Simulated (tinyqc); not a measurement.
Bulk, dangling and hydrogenated hybrids across the gap: Weaire-Thorpe hybrids on a Bethe lattice: gap and dangling bond of an amorphous tetrahedral solid.

Four sp3 hybrids an atom at energy 0, coupled by -V1 on the atom and by -V2 along a bond; the bonds form a tree (no rings). For any network the gap runs at least from -V2 + V1 to V2 - 3 V1, and p-like states pile up at -V2 + V1 and V2 + V1. On the tree the gap is wider: it ends at Ec = -V1 + sqrt(V2^2 + 4 V1^2 - 2 sqrt3 V1 V2), which makes it well wider than the gaps of the real glasses. A branch seen from a hybrid has the self-energy S = V2^2 g, where g is the Green function of the hybrid across the bond, whose three partners carry S themselves. With a = z - V1, b = a - S: g = 1/(a + V1 b/(b + 3 V1)), z = E + i eta. A full atom has G = (1/b)(b + 3 V1)/(b + 4 V1) per hybrid; a dangling hybrid with shift dh has G = 1/(1/g - dh).

Inputs chosen for the exercise (of the size of tabulated hybrid energies for amorphous germanium; shifted at random, so the results belong to these values and not to a real crystal): V1 = 1.9 eV (coupling of two hybrids on one atom); V2 = 4.28 eV (coupling of the two hybrids of a bond); eta = 0.05 eV (broadening); dh = 0.32 eV (shift of the dangling hybrid (rehybridisation)); VH = 5.28 eV (coupling to a hydrogen atom); eH = -3.07 eV (hydrogen level); E1s = -3.6 eV (first energy); dE = 0.42 eV (step).

edges (eV): Ev -2.38000, Ec(bound) -1.42000, Ec(tree) 0.24204

Thirteen energies E1s + j dE. With hydrogen the hybrid gains the self-energy VH^2/(z - eH) and dh = 0.

Density per hybrid (1/eV):
```
E (eV)    bulk  dangling  with hydrogen
-3.60   0.0036    0.0013         0.0008
-3.18   0.0068    0.0012         0.0006
-2.76   0.0276    0.0013         0.0005
-2.34   0.9709    0.0015         0.0005
-1.92   0.0190    0.0020         0.0005
-1.50   0.0056    0.0030         0.0005
-1.08   0.0028    0.0050         0.0005
-0.66   0.0020    0.0106         0.0006
-0.24   0.0018    0.0437         0.0008
0.18    0.0036    0.8150         0.0016
0.60    0.0212    0.1950         0.0088
1.02    0.0283    0.1528         0.0151
1.44    0.0325    0.1311         0.0222
```

How do the results move, and what explains it?

Between Ev = -2.38 and Ec = 0.24 eV the bulk density is a broadening tail (least 0.0018). The dangling hybrid reaches 0.815 at 0.18 eV among these rows; its level lies at 0.117 eV, and the peak there, of width eta, is far higher unless a row falls on it. With hydrogen the largest value on the rows inside the gap, more than 0.05 eV from an edge, is 0.0016, and 1/g = VH^2/(E - eH) has no root in the gap: the state has gone into a bonding level below and an antibonding one above.

(tinyqc, `OMP_NUM_THREADS=1 python tinyqc.py 1481880 1481881 out.jsonl`, Intel(R) Xeon(R) Processor @ 2.30GHz, 1 thread, shared host, about 0.03 s.)
